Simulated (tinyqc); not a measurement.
Carrier lifetime from Shockley-Read-Hall, radiative, Auger and surface recombination: one step, computed by the program tinyqc. Command: `OMP_NUM_THREADS=1 python tinyqc.py 3012827 3012828 out.jsonl lifetime walk`. One thread of a shared host (Intel(R) Xeon(R) Processor @ 2.30GHz), about 0.02 s of CPU time with the checks.

Energies are counted from the top of the valence band. Boltzmann statistics, full ionisation, and equal excess densities of electrons and holes.

Question. Lifetimes at the given injection. With n = n_0 + dn, p = p_0 + dn and U/dn = 1/tau: (n p - n_i^2)/dn = n_0 + p_0 + dn = s; 1/tau_SRH = s/[tau_p0 (n + n1) + tau_n0 (p + p1)]; 1/tau_rad = B s; 1/tau_Aug = (C_n n + C_p p) s; the rates add, with 1/tau_s. Radiative efficiency = tau_eff/tau_rad; effective diffusion length = sqrt(D tau_eff).

Inputs (values chosen for the exercise, with bands modelled on CdS):

| quantity | value | unit |
|---|---|---|
| temperature T | 300 | K |
| doping N | 1.1e+18 | cm^-3 |
| radiative coefficient B | 3.6e-10 | cm^3/s |
| Auger coefficient C_n | 1.7e-30 | cm^6/s |
| Auger coefficient C_p | 4.8e-31 | cm^6/s |
| excess density dn | 1.6e+13 | cm^-3 |
| diffusion coefficient D | 2.5 | cm^2/s |

Doping: n-type. Surface term: two equal surfaces.

n_0 = 1.10e+18 cm^-3

p_0 = 1.064431e-23 cm^-3

tau_p0 = 1.091699e-06 s

n1 = 4.997266 cm^-3

tau_n0 = 1.177210e-06 s

p1 = 2.343029e-06 cm^-3

tau_s = 3.321914e-05 s

Give: tau_SRH at dn; tau_rad at dn; tau_Aug at dn; effective lifetime at dn; radiative efficiency at dn; effective diffusion length at dn.

Answer.

tau_SRH at dn = 1.0917e-06 s

tau_rad at dn = 2.5252e-09 s

tau_Aug at dn = 4.8613e-07 s

effective lifetime at dn = 2.5062e-09 s

radiative efficiency at dn = 0.99247

effective diffusion length at dn = 0.79155 micrometre

Caution: the doping is near the effective density of states, where Boltzmann statistics fail and the gap narrows.
